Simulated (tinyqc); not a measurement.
Worked calculation: strain-driven crossing of the Gamma and L valleys in a germanium-like crystal alloyed with tin. Values are carried at full precision from step to step, so a last printed digit may differ when a step is redone from the rounded ones.

With tin the unstrained gaps become E(y) = (1 - y) E + y EgS - CS y (1 - y); all other values are kept.
Constants: kB = 8.617333262e-05 eV/K; hc = 1239.841984 eV nm.

Values chosen for the exercise (near those of Ge, gaps at low temperature; the results hold for these values, not for the real material): Eg = 0.9 eV (gap at Gamma to the s-like level); EgL = 0.737 eV (gap to L); EgS = (-0.425, 0.11) eV (Gamma and L gaps of the tin end); CS = (2.39, 1.17) eV (bowing of the Gamma and L gaps); y = 0.044 (tin fraction); C11 = 130.2 GPa; C12 = 48.6 GPa; C44 = 66.6 GPa; load = biaxial (110) (kind of strain); e0 = 0.0161 (size of the strain); Dso = 0.294 eV (spin-orbit splitting); ac = -8.15 eV (conduction deformation potential); av = 1.24 eV (valence hydrostatic potential); b = -2.57 eV (tetragonal shear potential); d = -5.38 eV (trigonal shear potential); aL = -1.45 eV (hydrostatic potential of the L edge, Xd + Xu/3); XuL = 15.99 eV (uniaxial potential, L); mG = 0.042 m0 (mass at Gamma); mL = 0.538 m0 (density-of-states mass of the four L valleys together); T = 300 K (temperature).

## Gaps of the unstrained alloy

Give both gaps, their difference, and the y at which they cross (the root of a quadratic between 0 and 0.3).

Gamma and L gaps (eV): [0.7412, 0.6602]

Gamma - L = 0.0810 eV
crossing y = 0.0902

Without strain the alloy is indirect.

## The strain tensor for a biaxial (110) load

Biaxial loads: e0 is the in-plane strain e_par and the normal is free. (001): e_perp = -2 (C12/C11) e_par; exx = eyy = e_par, ezz = e_perp, no shear. (111): e_perp = -(2 C11 + 4 C12 - 4 C44)/(C11 + 2 C12 + 4 C44) e_par; exx = eyy = ezz = (2 e_par + e_perp)/3 and exy = eyz = ezx = (e_perp - e_par)/3. (110): e_perp = -(C11 + 3 C12 - 2 C44)/(C11 + C12 + 2 C44) e_par; exx = eyy = (e_par + e_perp)/2, ezz = e_par, exy = (e_perp - e_par)/2, eyz = ezx = 0. Uniaxial loads: a stress along n, scaled so that n.e.n = e0, with exx = s11 sxx + s12 (syy + szz), exy = s44 sxy/2, s11 = (C11 + C12)/((C11 - C12)(C11 + 2 C12)), s12 = -C12/((C11 - C12)(C11 + 2 C12)), s44 = 1/C44.

Form the tensor and its trace.

strain tensor in the cubic axes, rows x, y, z and columns alike:
```
[[0.004366, -0.011734, 0.000000],
 [-0.011734, 0.004366, 0.000000],
 [0.000000, 0.000000, 0.016100]]
```

tr(e) = 0.024831

## Band edges

Edges from the unstrained valence top: Gamma at Eg + ac tr(e); an L valley with unit axis u at EgL + aL tr(e) + XuL (u.e.u - tr(e)/3), u along [111], [1-1-1], [-11-1], [-1-11]; valence edges are the levels of the 6 x 6 matrix of X, Y, Z times spin with -Dso/3 + l exx + m (eyy + ezz) on the diagonal (cyclic), n exy off it, l = av + 2 b, m = av - b, n = sqrt(3) d. Spin-orbit term (Dso/3) L.sigma on X, Y, Z with (L_k)_ij = -i epsilon_kij: <X+|H|Y+> = -i Dso/3, <X+|H|Z-> = Dso/3, <Y+|H|Z-> = -i Dso/3, <Z+|H|X-> = -Dso/3, <Z+|H|Y-> = i Dso/3, <X-|H|Y-> = i Dso/3, and their conjugates; + and - are the spin along z.

Give the edges and the direct and indirect gaps from the top valence edge.

Gamma edge = 0.5388 eV

L edges (eV): [111] 0.4991, [1-1-1] 0.7493, [-11-1] 0.7493, [-1-11] 0.4991

valence edges from the top (eV): [0.1256, -0.0387, -0.2885]

direct and indirect gap (eV): [0.4132, 0.3735]

The gap is indirect: Gamma lies 40 meV above the lowest L valley. The top two valence edges are 164 meV apart.

## Electrons in the Gamma valley

Non-degenerate, parabolic: share = mG^(3/2)/(mG^(3/2) + (mL^(3/2)/4) sum_i exp(-(E_Li - E_Gamma)/kT)). Also the offset at which four equal L valleys hold half of the electrons, kT ln((mL/mG)^(3/2)), and the wavelength hc/E of the direct gap.

(mL/mG)^(3/2) = 45.85
share in Gamma = 0.931 %
offset for an even split = 98.9 meV
wavelength = 3001 nm

With the L valleys as they lie here, Gamma must be 81 meV below the lowest of them to hold half of the electrons at 300 K; it lies 40 meV above. A direct gap alone is not enough.

## Checks

- Gamma and lowest L edge at e0 = 0.03158, where the linear shifts make them meet (eV): both 0.3442.

Computed by tinyqc, a small Python program: `OMP_NUM_THREADS=1 python tinyqc.py 1050424 1050425 out.jsonl` (the numbers bound the seed that draws the inputs); one thread of a shared host (Intel(R) Xeon(R) Processor @ 2.30GHz), about 0.01 s for the whole set of steps.
